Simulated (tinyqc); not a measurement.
# Changing the total pressure p

Model: chemical vapour deposition: Grove model, boundary layer, depletion and step coverage. Computed by tinyqc, a small Python program. Command: `OMP_NUM_THREADS=1 python tinyqc.py 3020227 3020228 out.jsonl cvd sweep`. One thread of a shared host (Intel(R) Xeon(R) Processor @ 2.30GHz), about 0.02 s of CPU time with the checks.

A precursor diffuses to the surface and reacts there at first order; each molecule that reacts adds one formula unit of film.

Inputs (values chosen for the exercise, close to those used for polysilicon from silane): prefactor k0 of k_s = 1.6e+08 cm/s; activation energy E = 1.66 eV; temperature T = 780 C; mole fraction of the precursor Y = 0.0028; gas diffusivity D0 at 273.15 K and 760 torr = 0.16 cm^2/s; film density N = 5e+22 formula units/cm^3; precursor mass M = 32 u; trench width w = 0.3 um; aspect ratio of the trench = 18; gas velocity U = 23 cm/s; kinematic viscosity nu0 at 273.15 K and 760 torr = 0.72 cm^2/s; susceptor length L = 36 cm; channel height b = 9.9 cm.

Reactor: horizontal, atmospheric.

Constants: k_B = 1.380649e-23 J/K; u = 1.6605390666e-27 kg; k_B = 8.617333262e-05 eV/K.

Method:
- k_s = k0 exp(-E/(k_B T)); C_g = Y p/(k_B T), 1 torr = 133.322 Pa; D = D0 (T/273.15)^1.75 (760/p).
- Temperatures in kelvin are T(C) + 273.15.
- Mean speed c = sqrt(8 k_B T/(pi M)); reactive sticking probability beta = 4 k_s/c.
- nu = nu0 (T/273.15)^1.75 (760/p); Re = U L/nu; mean boundary layer delta = (2/3) L/sqrt(Re), at most b/2; h_g = D/delta.
- Fluxes in series: C_s = C_g/(1 + k_s/h_g); growth rate G = k_s h_g/(k_s + h_g) C_g/N; 1 cm/s = 6e8 nm/min.
- Plug flow: U b dC/dx = -k_eff C with k_eff = k_s h_g/(k_s + h_g), so C falls as exp(-k_eff x/(U b)); the used share of the precursor is 1 - C(L)/C(0).
- In a long trench of width w and depth l = aspect ratio x w: Knudsen diffusivity D_K = (2w) c/3 (hydraulic diameter 2w), combined as 1/D_e = 1/D_K + 1/D; D_e d2C/dz2 = 2 k_s C/w with D_e dC/dz = -k_s C at the floor. With m = sqrt(2 k_s/(w D_e)): C(floor)/C(top) = 1/[cosh(m l) + (k_s/(D_e m)) sinh(m l)].

One run for each value; columns: (1) total pressure p (torr); (2) growth rate G at the inlet (nm/min); (3) rate at the outlet over rate at the inlet; (4) step coverage; (5) gas diffusivity D (cm^2/s):
```
(1)     (2)     (3)     (4)    (5)
38     16.8  0.7965  0.9884  33.95
73     27.1  0.8264  0.9879  17.67
140    39.7  0.8646  0.9869   9.21
270    61.2  0.8901  0.9851   4.78
530    97.0  0.9103  0.9814   2.43
1000  146.2  0.9277  0.9749   1.29
2000  223.9  0.9442  0.9611   0.64
3800  326.5  0.9569  0.9372   0.34
```

Over the rows, growth rate G at the inlet (nm/min) rises from 16.8 to 326 (exponent d ln y / d ln x 0.73 between the first rows and 0.59 between the last); rate at the outlet over rate at the inlet rises from 0.797 to 0.957 (exponent d ln y / d ln x 0.056 between the first rows and 0.021 between the last); step coverage falls from 0.988 to 0.937 (exponent d ln y / d ln x -7.7e-4 between the first rows and -0.039 between the last).

Caution (rows 38.0, 73.0, 140): the boundary layer is capped at b/2, so U, L and nu no longer affect h_g. Caution (all rows): the hydraulic-diameter form of D_K is rough for a slit.
